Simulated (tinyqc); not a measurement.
Reduced Fermi level from a carrier density: charge neutrality of a doped semiconductor with incomplete ionisation. Computed by tinyqc, a small Python program. Command: `OMP_NUM_THREADS=1 python tinyqc.py 3018898 3018899 out.jsonl dopant walk`. One thread of a shared host (Intel(R) Xeon(R) Processor @ 2.30GHz), about 0.03 s of CPU time with the checks.

Energies are counted from the top of the valence band; E_D is measured down from the conduction band and E_A up from the valence band.

Inputs (values chosen for the exercise, modelled on diamond): gap at 0 K E_g0 = 5.51 eV; Varshni alpha = 0.000505 eV/K; Varshni beta = 1470 K; electron mass m_e = 0.551 m_0; valleys M_c = 6; hole mass m_h = 0.785 m_0; temperature T = 300 K.

Doping: n-type. Statistics of the bands: Fermi-Dirac.

ratios u of density to N: [0.0038, 0.018, 0.084, 0.39, 1.9, 8.7, 41]

Constants: m_0 = 9.1093837015e-31 kg; k_B = 1.380649e-23 J/K; h = 6.62607015e-34 J s; k_B = 8.617333262e-05 eV/K.

Method:
- E_g = E_g0 - alpha T^2/(T + beta).
- N_c = 2 M_c (2 pi m_e k_B T/h^2)^(3/2) and N_v = 2 (2 pi m_h k_B T/h^2)^(3/2), masses in units of m_0.
- n_i = sqrt(N_c N_v) exp(-E_g/(2 k_B T)); E_i = E_g/2 + (k_B T/2) ln(N_v/N_c).
- F_1/2(eta) = (2/sqrt(pi)) int_0^infinity sqrt(x)/(1 + exp(x - eta)) dx, by the trapezoid rule in t = sqrt(x) with step 0.02 up to t = 12 (for eta < -12 by exp(eta) - exp(2 eta)/2^(3/2)).
- For u = density/N of the majority band, eta solves F_1/2(eta) = u (bisection). Boltzmann: ln u. Joyce-Dixon: ln u + u/sqrt(8) - 4.95009e-3 u^2 + 1.48386e-4 u^3 - 4.42563e-6 u^4. Degenerate limit: (3 sqrt(pi) u/4)^(2/3). The last column is (eta - ln u) k_B T.

N_c = 6.15816e+19 cm^-3

k_B T = 0.0258520 eV

Eta by four rules:
```
u       density (cm^-3)   exact  Boltzmann  Joyce-Dixon  degenerate  Boltzmann error (meV)
0.0038       2.3401e+17  -5.571    -5.5728      -5.5714  2.9441e-02             3.4730e-02
0.018        1.1085e+18  -4.011    -4.0174      -4.0110  8.3037e-02             1.6448e-01
0.084        5.1729e+18  -2.447    -2.4769      -2.4473  2.3189e-01             7.6686e-01
0.39         2.4017e+19  -0.804    -0.9416      -0.8045  6.4536e-01             3.5454e+00
1.9          1.1700e+20   1.297     0.6419       1.2967  1.8546e+00             1.6929e+01
8.7          5.3576e+20   4.941     2.1633       4.9369  5.1141e+00             7.1821e+01
41           2.5248e+21  14.318     3.7136       7.6093  1.4375e+01             2.7413e+02
```

What does the comparison show, and why?

Boltzmann statistics place E_F within 1 meV of the exact value up to u = 0.0840 of those listed and miss by 274 meV at u = 41. Joyce-Dixon stays within 0.01 in eta up to u = 8.70; the degenerate limit is still 0.40 % high at the last u. Past u of about 10 the Joyce-Dixon series fails. A parabolic band is assumed throughout.
